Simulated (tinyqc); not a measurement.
Time-dependent dielectric breakdown: cell percolation, Weibull statistics, area scaling and voltage extrapolation: one step, computed by the program tinyqc. Command: `OMP_NUM_THREADS=1 python tinyqc.py 3024577 3024578 out.jsonl tddb walk`. One thread of a shared host (Intel(R) Xeon(R) Processor @ 2.30GHz), about 0.01 s of CPU time with the checks.

The oxide is divided into columns of area a^2, each holding m = t_ox/a cells (m is taken as continuous). A share lambda(t) = (t/t_1)^alpha of the cells is defective, and a column whose cells are all defective breaks down.

Problem. Weibull parameters from the cell model. Failure fraction F = 1 - (1 - lambda^m)^N with N = A/a^2 columns, which for small lambda^m is 1 - exp(-(t/t63)^beta) with beta = alpha m and t63 = t_1 N^(-1/beta); critical share lambda(t63) = N^(-1/m). 1 um^2 = 1e6 nm^2.

Inputs (values chosen for the exercise, for a model gate oxide):

| quantity | value | unit |
|---|---|---|
| oxide thickness t_ox | 4.7 | nm |
| defect cell size a | 1.4 | nm |
| exponent alpha of defect growth | 0.46 | - |
| time t_1 at which the occupied share would reach 1 | 6.9e+07 | s |
| test area A | 50 | um^2 |

Give: cells per column m; columns N; Weibull slope beta; characteristic life t63; critical share of defective cells.

Solution.

cells per column m = 3.3571

columns N = 2.5510e+07

Weibull slope beta = 1.5443

characteristic life t63 = 1103.2 s

critical share of defective cells = 0.0062193

Times between F = 10 % and 90 % span a factor 7.37: the smaller beta = alpha m, the wider the scatter. Caution: t_1 is an input here; in a real oxide it changes with thickness at fixed voltage.
